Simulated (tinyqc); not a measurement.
Avalanche multiplication and breakdown of a junction from ionisation integrals: one step, computed by the program tinyqc. Command: `OMP_NUM_THREADS=1 python tinyqc.py 3014069 3014070 out.jsonl impact walk`. One thread of a shared host (Intel(R) Xeon(R) Processor @ 2.30GHz), about 0.01 s of CPU time with the checks.

Ionisation coefficients follow the local field. Position x runs through the depletion layer from the p side (x = 0), where electrons enter, to the n side (x = w), where holes enter. The built-in voltage is neglected.

Task: Breakdown. alpha_n = a_n exp(-(b_n/F)^c), alpha_p = a_p exp(-(b_p/F)^c). Field F = F_m (1 - s), w = eps eps_0 F_m/(e N), V = F_m w/2, with s = 1 - x/w (the peak lies at the n+ side). With Phi(x) = int_0^x (alpha_n - alpha_p) dx': 1 - 1/M_n = I_n = int_0^w alpha_n exp(-Phi) dx and M_p = M_n exp(-Phi(w)); trapezoid rule on 401 even points; breakdown at I_n = 1. Solve I_n(F_m) = 1.

Inputs (values chosen for the exercise, modelled on diamond):

| quantity | value | unit |
|---|---|---|
| electron prefactor a_n | 2.01e+08 | 1/cm |
| electron field b_n | 7.78e+07 | V/cm |
| hole prefactor a_p | 5.34e+06 | 1/cm |
| hole field b_p | 1.38e+07 | V/cm |
| exponent c | 1 | - |
| permittivity eps | 5.7 | - |
| doping N of the lightly doped side | 2.5e+16 | 1/cm^3 |

Junction: one-sided abrupt n+p.

Constants: e = 1.602176634e-19 C; eps_0 = 8.8541878128e-12 F/m.

Give: critical field F_m; width at breakdown; breakdown voltage.

Result:

critical field F_m = 3.834 MV/cm

width at breakdown = 4.831 micrometre

breakdown voltage = 926.1 V
